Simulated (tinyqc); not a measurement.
Worked calculation: ROHF in the 3-21g basis, for H3, spin multiplicity 2. One step of it, computed by the program tinyqc.

Question. Iteration 2: DIIS coefficients. Solve [B -1; -1 0][c; lambda] = [0; -1] for the coefficients, which sum to one.

B (overlaps of the stored error matrices):
```
,1,2
1,2.8630897e-01,2.4848719e-02
2,2.4848719e-02,3.3747741e-03
```

Give: DIIS coefficients.

Answer.

DIIS coefficients: -0.0895  1.0895
